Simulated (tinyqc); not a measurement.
# Band-to-band tunnelling and avalanche in a reverse-biased abrupt junction, step by step

A worked calculation. Computed by tinyqc, a small Python program that keeps every step. Command: `OMP_NUM_THREADS=1 python tinyqc.py 3000843 3000844 out.jsonl zener walk`. One thread of a shared host (Intel(R) Xeon(R) Processor @ 2.30GHz), about 0.01 s of CPU time with the checks. Intermediate numbers are printed to about 6 digits and carried at full precision; extremes and crossings named in words are read from the listed rows.

Direct Kane tunnelling in the local field (for indirect gaps the mass is an effective fit) and one ionisation coefficient for both carriers. N is the doping of the light side, or N_A N_D/(N_A + N_D) for the symmetric junction; the built-in voltage is taken as E_g/e.

Inputs (values chosen for the exercise, modelled on silicon):
```
quantity,value,unit
"band gap at 300 K, E_g",1.14,eV
"gap narrowing with temperature, -dE_g/dT",0.26,meV/K
reduced tunnelling mass m_r,0.2,m_0
permittivity eps,11.7,-
ionisation prefactor a,1.2e+06,1/cm
"ionisation field at 300 K, b",1.64e+06,V/cm
relative rise of b with temperature,8.9,1e-4/K
effective doping N,2.3e+18,1/cm^3
reverse bias V_R,4.2,V
"current density that defines tunnel breakdown, J_0",10,A/cm^2
temperature T,200,K
```

Junction: one-sided.

Constants: eps_0 = 8.8541878128e-12 F/m; e = 1.602176634e-19 C; m_0 = 9.1093837015e-31 kg; hbar = 1.054571817e-34 J s.

## Junction at the given bias

E_g(T) = E_g - (T - 300 K)(-dE_g/dT); b(T) = b [1 + (rise)(T - 300 K)]; w = sqrt(2 eps eps_0 (V_R + E_g/e)/(e N)); F_m = 2 (V_R + E_g/e)/w; the field falls linearly from F_m to 0 across w.

E_g(T) = 1.166 eV

depletion width w = 54.9273 nm

peak field F_m = 1.95385 MV/cm

shortest tunnelling distance E_g/(e F_m) = 5.96769 nm

## Kane coefficients and peak generation rate

Kane: G(F) = A F^2 exp(-B/F), A = e^2 sqrt(m_r)/(18 pi hbar^2 sqrt(E_g)), B = pi sqrt(m_r) E_g^(3/2)/(2 e hbar), SI units; J = e int G dx x V_R/(V_R + E_g/e), the last factor making J vanish at zero bias; int G dx = (w/F_m) int_0^F_m G dF by 64 Gauss-Legendre points.

A = 4.03089e+20 1/(cm s V^2)

B = 32.0410 MV/cm

B/F_m = 16.3989

G(F_m) = 1.16210e+26 1/(cm^3 s)

## Tunnel current and multiplication

Avalanche: I = (w/F_m) int_0^F_m a exp(-b/F) dF by 64 Gauss-Legendre points, M = 1/(1 - I), breakdown at I = 1.

tunnel current density = 3.95939 A/cm^2

ionisation integral I = 1.39859

The estimate e G(F_m) w (F_m/B) V_R/(V_R + E_g/e), which keeps only the region near the peak, gives 4.88 A/cm^2. Caution: the bias lies beyond avalanche breakdown (I > 1), so the junction cannot hold it.

## Which breakdown comes first?

V_Z solves J = J_0 and V_A solves I = 1; the lower one is the breakdown voltage; temperature coefficients by a central difference of +/- 10 K.

tunnel breakdown V_Z = 4.71100 V

avalanche breakdown V_A = 2.82506 V

breakdown voltage = 2.82506 V

dV_Z/dT = -3.08168 mV/K

dV_A/dT = 4.72869 mV/K

Avalanche comes first, at 2.4 E_g/e. V_Z falls on heating because the gap shrinks, and V_A rises because carriers lose more energy to phonons. Caution: V_A is below about 5 E_g/e, where the local law understates it, since it ignores the distance a carrier needs to reach the ionisation energy.

## Against the doping

The formulas are those given above.

Breakdown:
```
N (1/cm^3),V_Z (V),V_A (V),F_m at breakdown (MV/cm),first
4.60e+16,1.97656e+02,17.1278,0.51019,avalanche
1.20e+17,8.18967e+01,9.8133,0.63838,avalanche
2.80e+17,3.73798e+01,6.2677,0.80239,avalanche
6.90e+17,1.59456e+01,4.1458,1.06475,avalanche
1.40e+18,7.93693e+00,3.2108,1.37671,avalanche
2.30e+18,4.71100e+00,2.8251,1.68504,avalanche
4.60e+18,2.06919e+00,2.5951,2.14551,tunnelling
1.20e+19,3.71852e-01,2.8726,2.38919,tunnelling
2.80e+19,7.74887e-03,3.9072,3.18838,tunnelling
```

The mechanism changes between 2.30e18 and 4.60e18 per cm^3. Across the table V_Z + E_g/e scales as N^-0.80 and V_A as N^-0.23: tunnelling needs a nearly fixed field, while avalanche in a thinner layer needs a higher one. Rows with V_Z below E_g/e understate it, since the local Kane formula overestimates the current there. Rows with V_A below about 5 E_g/e understate it, since the local law ignores the distance a carrier needs to reach the ionisation energy; silicon and germanium junctions change over near 4 to 6 E_g/e.

Checks made by the program: field integral against adaptive quadrature in x (relative difference 7e-10).
